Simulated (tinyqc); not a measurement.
Thin (001) film in sp3s* tight binding with raised dangling bonds, step by step. Values are carried at full precision from step to step, so a last printed digit may differ when a step is redone from the rounded ones.

sp3s* tight binding, nearest neighbours only: anion (a) at 0, cation (c) at a/4 (1,1,1), orbitals s, px, py, pz, s* on each; k in units of 2 pi/a. With phases e_j = exp(i (pi/2) k.n_j) for n = (1,1,1), (1,-1,-1), (-1,1,-1), (-1,-1,1): g0 = (e1+e2+e3+e4)/4, g1 = (e1+e2-e3-e4)/4, g2 = (e1-e2+e3-e4)/4, g3 = (e1-e2-e3+e4)/4. The diagonal holds the levels Esa, Epa, Exa (s*) and Esc, Epc, Exc. Anion-cation block: <sa|sc> = Vss g0; <sa|xc> = Vsapc g1; <xa|sc> = -Vscpa g1; <xa|xc> = Vxx g0; <xa|yc> = <ya|xc> = Vxy g3, <xa|zc> = <za|xc> = Vxy g2, <ya|zc> = <za|yc> = Vxy g1; <s*a|xc> = Vxapc g1; <xa|s*c> = -Vpaxc g1; y and z take g2 and g3 in place of g1; s-s* and s*-s* vanish.

Values chosen for the exercise (out of a larger set: near a published set for Ge, fitted to gaps, whose masses and valley positions are rough; the L valleys, lowest in Ge, lie off zero in-plane momentum and are not seen; not measured data):

| symbol | value | unit | meaning |
|---|---|---|---|
| p | (-5.838, 1.602, -5.838, 1.602, 6.389, 6.389, -6.722, 1.625, 4.865, 5.412, 5.412, 5.181, 5.181) | eV | order Esa, Epa, Esc, Epc, Exa, Exc, Vss, Vxx, Vxy, Vsapc, Vscpa, Vxapc, Vpaxc |
| N | 4 |  | atomic planes in the small film |
| dl | 10 | eV | shift of the dangling hybrids |

## Bulk edges along [001]

Gap at Gamma and minimum on (0,0,kz), kz from 0.5 to 1, from the bulk Ev. States at zero in-plane momentum come from this line alone.

edges (eV): Gamma 0.9070, Delta 0.8222

kz of the minimum = 0.8117 2 pi/a

## The two blocks of the small film

Planes alternate anion (a), cation (c) along [001], a/4 apart, starting with an anion; zero in-plane momentum; levels counted from the bulk Ev, the lower root of [[Epa, Vxx], [Vxx, Epc]]; no spin-orbit coupling. Block of s, pz, s*: from an anion to the cation above, Vss/2 (s,s), Vsapc/2 (s,z), -Vscpa/2 (z,s), Vxx/2 (z,z), Vxapc/2 (s*,z), -Vpaxc/2 (z,s*); to the cation below the same with the s-z and s*-z signs reversed. Block of u = (px + py)/sqrt2 and v = (px - py)/sqrt2: to the cation above (Vxx + Vxy)/2 for u and (Vxx - Vxy)/2 for v, to the cation below the reverse. Each surface atom has two dangling sp3 hybrids; raising both by dl adds (dl/2) [[1, t], [t, 1]] to its s, pz levels (t = -1 at the bottom face, +1 at the top) and dl to the one of u, v in whose plane the missing bonds lie (v for a bottom anion or a top cation, u for a top anion).

Fill them in.

s, pz, s* block (eV), lower triangle:
```
        sa1     za1    *a1     sc2     zc2    *c2     sa3     za3    *a3     sc4    zc4    *c4
sa1  -0.815
za1  -5.000   6.625
*a1       0       0  6.412
sc2  -3.361  -2.706      0  -5.815
zc2   2.706   0.812  2.591       0   1.625
*c2       0  -2.591      0       0       0  6.412
sa3       0       0      0  -3.361  -2.706      0  -5.815
za3       0       0      0   2.706   0.812  2.591       0   1.625
*a3       0       0      0       0  -2.591      0       0       0  6.412
sc4       0       0      0       0       0      0  -3.361  -2.706      0  -0.815
zc4       0       0      0       0       0      0   2.706   0.812  2.591   5.000  6.625
*c4       0       0      0       0       0      0       0  -2.591      0       0      0  6.412
```

u, v block (eV), lower triangle:
```
       ua1     va1     uc2    vc2    ua3     va3    uc4     vc4
ua1  1.625
va1      0  11.625
uc2  3.245       0   1.625
vc2      0  -1.620       0  1.625
ua3      0       0  -1.620      0  1.625
va3      0       0       0  3.245      0   1.625
uc4      0       0       0      0  3.245       0  1.625
vc4      0       0       0      0      0  -1.620      0  11.625
```

## Levels of the small film

Diagonalise both blocks.

levels of the s, pz, s* block (eV): -11.580  -8.777  -4.280  1.187  1.472  1.735  5.490  5.768  7.898  8.124  10.766  11.085

levels of the u, v block (eV): -2.530  -1.815  -0.910  4.160  4.502  5.780  11.820  11.993

No level lies between 0 and the bulk edge 0.822 eV; confinement has widened the gap at zero in-plane momentum to 2.096 eV.

## Checks

- Lowest conduction level of 201 planes, with the dangling hybrids shifted far away, against the bulk edge: 0.8227 against 0.8222.

Run: tinyqc, `OMP_NUM_THREADS=1 python tinyqc.py 1480858 1480859 out.jsonl`; Intel(R) Xeon(R) Processor @ 2.30GHz, one thread, shared host; about 0.4 s of CPU time with all checks.
